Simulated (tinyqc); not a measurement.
From results back to parameters: shallow acceptor in the spherical four-band model. Five cases, with inputs chosen for the exercise.

Problem. The binding energy of the ground state was computed from a hidden mu.

The ground state 1S3/2 has an L = 0 part f(r) and an L = 2 part g(r). In units of Ry* and a*, with Gaussians f_i = exp(-a_i r^2), g_i = r^2 exp(-a_i r^2), A = a_i + a_j and I(n) = Gamma((n + 1)/2)/(2 A^((n + 1)/2)): S_ff = I(2), S_gg = I(6), H_ff = (6 a_i a_j/A) I(2) - 2 I(1), H_gg = (14 a_i a_j/A) I(6) - 2 I(5), H_fg = -mu [15 I(2) - 20 a_j I(4) + 4 a_j^2 I(6)]; each function is then normalised. The split-off band is left out.

Converged values use 22 exponents 2.2^i, i = -7 to 14, for f and for g.

Find: binding in Ry*; mu; heavy/light mass ratio (1 + mu)/(1 - mu).

Method. The binding in Ry* rises steadily with mu, so bisection finds one value.

Case 1.

Ry* = 26.168 meV
binding energy = 32.855 meV

Solution.

binding in Ry* = 1.256
mu = 0.471
heavy/light mass ratio (1 + mu)/(1 - mu) = 2.8

Case 2.

Ry* = 21.662 meV
binding energy = 27.135 meV

Solution.

binding in Ry* = 1.253
mu = 0.469
heavy/light mass ratio (1 + mu)/(1 - mu) = 2.8

Case 3.

Ry* = 3.920 meV
binding energy = 8.744 meV

Solution.

binding in Ry* = 2.231
mu = 0.762
heavy/light mass ratio (1 + mu)/(1 - mu) = 7.4

Case 4.

Ry* = 17.738 meV
binding energy = 37.700 meV

Solution.

binding in Ry* = 2.125
mu = 0.747
heavy/light mass ratio (1 + mu)/(1 - mu) = 6.9

Case 5.

Ry* = 25.283 meV
binding energy = 31.671 meV

Solution.

binding in Ry* = 1.253
mu = 0.469
heavy/light mass ratio (1 + mu)/(1 - mu) = 2.8

Computed by tinyqc, one run a case: `OMP_NUM_THREADS=1 python tinyqc.py N N+1 out.jsonl` with N = 1250320, 1250510, 1250570, 1250603, 1250633; one thread of a shared Intel(R) Xeon(R) Processor @ 2.30GHz, about 0.07 s a run at most.
